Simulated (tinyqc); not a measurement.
# Sheet resistance and Hall data of a diffused or implanted layer, step by step

A worked calculation. Computed by tinyqc, a small Python program that keeps every step. Command: `OMP_NUM_THREADS=1 python tinyqc.py 3001279 3001280 out.jsonl layer walk`. One thread of a shared host (Intel(R) Xeon(R) Processor @ 2.30GHz), about 0.01 s of CPU time with the checks. Intermediate numbers are printed to about 6 digits and carried at full precision; extremes and crossings named in words are read from the listed rows.

Carriers are taken equal to the net active doping down to the junction (full ionisation, which deep dopants in wide-gap hosts do not reach; no spill-over, no depletion), and the Hall factor is 1.

Inputs (values chosen for the exercise, modelled on silicon in GaN):
```
quantity                                 value        unit
mu_min                                    56.9  cm^2/(V s)
mu_max                                    1020  cm^2/(V s)
N_ref                                  2.1e+17      1/cm^3
exponent alpha                            0.98           -
peak concentration N_0                 4.3e+18      1/cm^3
length scale l                             9.3          nm
background doping N_B (opposite type)  7.5e+16      1/cm^3
probe current I                              2          mA
magnetic field B                           0.5           T
projected range R_p                         32          nm
```

Profile: buried Gaussian (implant). Activation: complete.

Constants: e = 1.602176634e-19 C.

## Dose and junction depth

N(x) = N_0 exp(-(x - R_p)^2/(2 l^2)) for x > 0, dose N_0 l sqrt(pi/2) erfc(-R_p/(l sqrt 2)), junction x_j = R_p + l sqrt(2 ln(N_0/N_B)); the layer starts at x_0 = max(0, 2 R_p - x_j).

dose = 1.00211e+13 1/cm^2

junction depth x_j = 58.4646 nm

Caution: the layer is not thick against surface and junction depletion widths, which remove carriers that this model counts.

## Profile

Mobility mu = mu_min + (mu_max - mu_min)/(1 + (N_t/N_ref)^alpha), N_t = active doping + N_B; carriers n = active doping - N_B, all dopants active. sigma = e n mu.

Depth, doping, carriers, mobility and conductivity at 2, 10, 20, 35, 50, 65, 80, 90 and 98 % of the layer:
```
x (nm)    N (1/cm^3)   n (1/cm^3)  mu (cm^2/(V s))  sigma (S/cm)
6.5940   1.03020e+17  2.80197e+16          577.349        2.5919
10.8283  3.22172e+17  2.47172e+17          392.786       15.5548
16.1212  1.00102e+18  9.26018e+17          218.517       32.4201
24.0606  2.98684e+18  2.91184e+18          121.889       56.8648
32.0000  4.30000e+18  4.22500e+18          103.639       70.1555
39.9394  2.98684e+18  2.91184e+18          121.889       56.8648
47.8788  1.00102e+18  9.26018e+17          218.517       32.4201
53.1717  3.22172e+17  2.47172e+17          392.786       15.5548
57.4060  1.03020e+17  2.80197e+16          577.349        2.5919
```

The mobility varies by a factor 5.6 across these points and the conductivity by 27.1.

## Sheet values

Integrals from x_0 (0 unless stated) to x_j by the midpoint rule on 400 even intervals: 1/R_s = e int n mu dx; sheet density n_s = int n dx; Hall sheet density (int n mu dx)^2/int n mu^2 dx; Hall mobility int n mu^2 dx/int n mu dx. Mean conductivity 1/(R_s x_j); mean mobility 1/(e n_s R_s).

sheet resistance R_s = 4802.94 ohm

sheet density n_s = 9.58261e+12 1/cm^2

mean mobility = 135.612 cm^2/(V s)

Hall sheet density = 8.13842e+12 1/cm^2

Hall mobility = 159.677 cm^2/(V s)

mean conductivity 1/(R_s x_j) = 35.6123 S/cm

Carriers amount to 95.6 % of the dose. A Hall measurement weights the mobile tail and reports 84.9 % of n_s.

## What the probes read

Collinear four-point probe on a large thin layer: V = I R_s ln(2)/pi. Van der Pauw on a symmetric sample: R = R_s ln(2)/pi as well. Hall voltage V_H = I B/(e x Hall sheet density); tangent of the Hall angle V_H/(I R_s).

four-point voltage = 2119.40 mV

Hall voltage = 76.6919 mV

tangent of the Hall angle = 0.00798385

Caution: the four-point voltage exceeds 1 V, where heating and junction leakage disturb the reading; a real measurement would use a smaller current.

## Shortcuts against the integral

Shortcuts: R_s = 1/(e Q mu) with the dose Q and the mobility at the (active) peak concentration; 1/(e n_s mu) with mu at N_t = n_s/x_j + N_B; 1/(e Q mu_max).

Sheet resistances:
```
method                                   R_s (ohm)  deviation (%)
integral                                   4802.94         0.0000
dose, mobility at the peak                 6009.65        25.1246
n_s, mobility at the mean concentration    3923.37       -18.3132
dose, mu_max                                610.62       -87.2864
```

The closest shortcut is «n_s, mobility at the mean concentration» (-18.3 %). The peak mobility is the lowest in the layer, so with full activation it overestimates R_s.

## Stripping the layer step by step

After removing a depth d the integrals start at d. Differences between neighbouring rows give the local conductivity -d(1/R_s)/dx at the middle of the slice (the last slice uses one more step, not listed).

Differential sheet resistance:
```
removed d (nm)  R_s (ohm)  slice conductivity (S/cm)  sigma at mid-slice (S/cm)
0.0                4802.9                1.38762e-02                     0.0000
5.8                4803.1                8.91007e+00                     8.6921
11.6               4925.4                2.73241e+01                    27.3763
17.4               5342.4                4.53916e+01                    45.4017
23.2               6216.8                6.19363e+01                    62.3205
29.0               8004.4                6.94747e+01                    70.1531
34.8              11815.2                6.24016e+01                    62.8022
40.6              20642.6                4.60106e+01                    46.0269
```

R_s doubles after removing between 29.0 and 34.8 nm of a layer 58.5 nm deep, so half the current flows above that depth. Where sigma exceeds a tenth of its largest listed value, the slice values agree with it within 3 %.

Checks made by the program: conductance integral against adaptive quadrature (relative difference 2e-06).
